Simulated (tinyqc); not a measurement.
## Transfer length from front and end resistance

Inverse problem. A contact of length d and width W has Rc = (Rsh Lt/W) coth(d/Lt) and Re = (Rsh Lt/W)/sinh(d/Lt), with Rsh the sheet resistance under the metal and Lt = sqrt(rc/Rsh). Find Lt, Rsh and rc.

Parameters, values chosen for the exercise:
```
symbol  value  unit         meaning
d       0.052    um  contact length
W         1.6    um   contact width
```

Rc = 41.259936 ohm
Re = 14.765072 ohm

Answer. Rc/Re = cosh(d/Lt) gives Lt, and Re then gives Rsh.

Lt = 0.0308 um
Rsh = 2.00e3 ohm/sq
rc = 1.90e-8 ohm cm^2

tinyqc, about 0.01 s, one thread, Intel Xeon 2.30GHz (shared host): `OMP_NUM_THREADS=1 python tinyqc.py 2760041 2760042 out.jsonl`
